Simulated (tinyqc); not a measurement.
Worked calculation: RKS/BLYP in the sto-6g basis, for H2, spin multiplicity 1. Computed by tinyqc, a small Python program that keeps every step (integrals from PySCF). Settings: charge = 0, multiplicity = 1, basis = sto-6g, energy threshold = 1e-08, iteration cap = 58, orthogonalisation = symmetric, start = Wolfsberg-Helmholz matrix, DIIS depth = 8, DIIS from iteration = 3, shift = 0.5, method = RKS, functional = blyp, grid = [15, 14]. Command: `OMP_NUM_THREADS=1 python tinyqc.py 28608 28609 out.jsonl` (the two numbers bound the seeds that draw the settings). One thread of a shared host (Intel(R) Xeon(R) Processor @ 2.60GHz), about 0.1 s of CPU time with the checks. Later iterations appear only in the table of the cycle.

## One-electron integrals

Geometry (angstrom):
```
atom         x         y         z
H     0.000000  0.000000  0.000000
H     0.000000  0.000000  0.925000
```

Basis sto-6g: exponents (1/bohr^2) and contraction coefficients of normalised primitives:
```
element  l (shell)   exponent  coefficient
H            s (1)  35.523221     0.009164
H            s (1)   6.513144     0.049361
H            s (1)   1.822143     0.168538
H            s (1)   0.625955     0.370563
H            s (1)   0.243077     0.416492
H            s (1)   0.100112     0.130334
```

Overlap, kinetic and nuclear-attraction integrals over the contracted functions; the nuclear repulsion is the sum of Za Zb / Rab.

nuclear repulsion = 0.57208347 hartree

overlap S:
```
          1H 1s     2H 1s
1H 1s  1.000000  0.541813
2H 1s  0.541813  1.000000
```

kinetic energy T (hartree):
```
          1H 1s     2H 1s
1H 1s  0.768522  0.140972
2H 1s  0.140972  0.768522
```

nuclear attraction V (hartree):
```
           1H 1s      2H 1s
1H 1s  -1.787908  -0.899134
2H 1s  -0.899134  -1.787908
```

core Hamiltonian H = T + V (hartree):
```
           1H 1s      2H 1s
1H 1s  -1.019385  -0.758162
2H 1s  -0.758162  -1.019385
```

## Two-electron integrals

Functions are numbered as in S; the eight-fold symmetry (ij|kl) = (ji|kl) = (kl|ij) leaves the list below.

Two-electron integrals (ij|kl) in chemists' order, unique and non-zero (hartree):
```
(11|11) 0.774999   (21|11) 0.345347   (21|21) 0.191451   (22|11) 0.503120
(22|21) 0.345347   (22|22) 0.774999
```

## Orthogonalisation

S = U s U^T; symmetric (Loewdin) form X = U s^(-1/2) U^T, so that X^T S X = 1.

eigenvalues of S: 0.458187  1.541813

X:
```
           1H 1s      2H 1s
1H 1s   1.141341  -0.335992
2H 1s  -0.335992   1.141341
```

## Starting guess

The start is the generalised Wolfsberg-Helmholz matrix (K = 1.75) built on H; D = 2 C_occ C_occ^T.

D at the start:
```
          1H 1s     2H 1s
1H 1s  0.648587  0.648587
2H 1s  0.648587  0.648587
```

## Iteration 1: exchange-correlation on the grid

Becke grid with 15 radial and 14 angular points per atom, points of zero weight dropped. rho = sum D_ij phi_i phi_j; V_xc,ij = sum w v_xc phi_i phi_j plus the gradient terms; v_xc is d(rho eps)/d rho at fixed gradient.

The 8 grid points with the largest w rho, of 418 (bohr, atomic units):
```
x                  y         z         w       rho  |grad rho|^2     eps_xc       v_xc
0.674944    0.674944  0.674944  0.401733  0.063934      0.014329  -0.354785  -0.412055
0.674944   -0.674944  0.674944  0.401733  0.063934      0.014329  -0.354785  -0.412055
-0.674944   0.674944  0.674944  0.401733  0.063934      0.014329  -0.354785  -0.412055
-0.674944  -0.674944  0.674944  0.401733  0.063934      0.014329  -0.354785  -0.412055
-0.674944   0.674944  1.073052  0.401733  0.063934      0.014329  -0.354785  -0.412055
-0.674944  -0.674944  1.073052  0.401733  0.063934      0.014329  -0.354785  -0.412055
0.674944   -0.674944  1.073052  0.401733  0.063934      0.014329  -0.354785  -0.412055
0.674944    0.674944  1.073052  0.401733  0.063934      0.014329  -0.354785  -0.412055
```

electrons on the grid, sum of w rho = 2.010368

E_xc = sum of w rho eps_xc = -0.69112395 hartree

V_xc (hartree):
```
           1H 1s      2H 1s
1H 1s  -0.446762  -0.233684
2H 1s  -0.233684  -0.446762
```

## Iteration 1: building the Kohn-Sham matrix

J_ij = sum D_kl (ij|kl); F = H + J + V_xc; E = tr D H + tr D J / 2 + E_xc + E_nn.

Coulomb J (hartree):
```
          1H 1s     2H 1s
1H 1s  1.276947  0.696322
2H 1s  0.696322  1.276947
```

Kohn-Sham matrix F (hartree):
```
           1H 1s      2H 1s
1H 1s  -0.189200  -0.295524
2H 1s  -0.295524  -0.189200
```

total energy of this density = -1.14499247 hartree

## Iteration 1: diagonalisation and new density

A level shift of 0.5 hartree raises the virtual space: F + shift (S - S D(s) S), with D(s) the density of one spin (D/2). Diagonalise F' = X^T F X, C = X C', fill 1 alpha and 1 beta electrons from the bottom; D = 2 C_occ C_occ^T. Each column has its largest component positive (the first on a tie).

F' = X^T F X (hartree):
```
           1          2
1   0.208834  -0.523220
2  -0.523220   0.208834
```

orbital energies (hartree): MO1 -0.314386, MO2 0.732054

coefficients C:
```
            MO1        MO2
1H 1s  0.569468   1.044633
2H 1s  0.569468  -1.044633
```

D after iteration 1:
```
          1H 1s     2H 1s
1H 1s  0.648587  0.648587
2H 1s  0.648587  0.648587
```

## Iteration 2: exchange-correlation on the grid

As before.

The 8 grid points with the largest w rho, of 418 (bohr, atomic units):
```
x                  y         z         w       rho  |grad rho|^2     eps_xc       v_xc
0.674944   -0.674944  1.073052  0.401733  0.063934      0.014329  -0.354785  -0.412055
0.674944   -0.674944  0.674944  0.401733  0.063934      0.014329  -0.354785  -0.412055
0.674944    0.674944  0.674944  0.401733  0.063934      0.014329  -0.354785  -0.412055
0.674944    0.674944  1.073052  0.401733  0.063934      0.014329  -0.354785  -0.412055
-0.674944  -0.674944  1.073052  0.401733  0.063934      0.014329  -0.354785  -0.412055
-0.674944   0.674944  0.674944  0.401733  0.063934      0.014329  -0.354785  -0.412055
-0.674944   0.674944  1.073052  0.401733  0.063934      0.014329  -0.354785  -0.412055
-0.674944  -0.674944  0.674944  0.401733  0.063934      0.014329  -0.354785  -0.412055
```

electrons on the grid, sum of w rho = 2.010368

E_xc = sum of w rho eps_xc = -0.69112395 hartree

V_xc (hartree):
```
           1H 1s      2H 1s
1H 1s  -0.446762  -0.233684
2H 1s  -0.233684  -0.446762
```

## Iteration 2: building the Kohn-Sham matrix

As before.

Coulomb J (hartree):
```
          1H 1s     2H 1s
1H 1s  1.276947  0.696322
2H 1s  0.696322  1.276947
```

Kohn-Sham matrix F (hartree):
```
           1H 1s      2H 1s
1H 1s  -0.189200  -0.295524
2H 1s  -0.295524  -0.189200
```

total energy of this density = -1.14499247 hartree

## Iteration 2 (converged): orbitals

Diagonalise F' = X^T F X, C = X C', fill 1 alpha and 1 beta electrons from the bottom; D = 2 C_occ C_occ^T. Each column has its largest component positive (the first on a tie).

F' = X^T F X (hartree):
```
           1          2
1  -0.041166  -0.273220
2  -0.273220  -0.041166
```

orbital energies (hartree): MO1 -0.314386, MO2 0.232054

coefficients C:
```
            MO1        MO2
1H 1s  0.569468   1.044633
2H 1s  0.569468  -1.044633
```

D after iteration 2:
```
          1H 1s     2H 1s
1H 1s  0.648587  0.648587
2H 1s  0.648587  0.648587
```

## Convergence

Stop when the energy changes by less than 1e-08 hartree and every element of the error matrix X^T (F D S - S D F) X is below 3e-05.

Course of the cycle:
```
iteration  E (hartree)    change  largest element of the error matrix
1          -1.14499247         -                             1.68e-16
2          -1.14499247  0.000000                             3.43e-16
```

PySCF RKS in the same basis, fine grid = -1.14208835 hartree

Converged in 2 iterations. The coarse grid moves the energy by -2.90e-03 hartree.

## Populations, bond orders and dipole

Mulliken: Z minus the diagonal of D S on the atom; Loewdin: the same with S^(1/2) D S^(1/2); Mayer order: 2 sum_s sum (D(s) S)_ij (D(s) S)_ji over the two atoms.

Charges (e):
```
atom  Mulliken   Loewdin
1H           0         0
2H           0  0.000000
```

Mayer bond orders:
```
pair     order
2-1   1.000000
```

dipole moment about the origin, x y z (debye): 0.000000  0.000000  0.000000
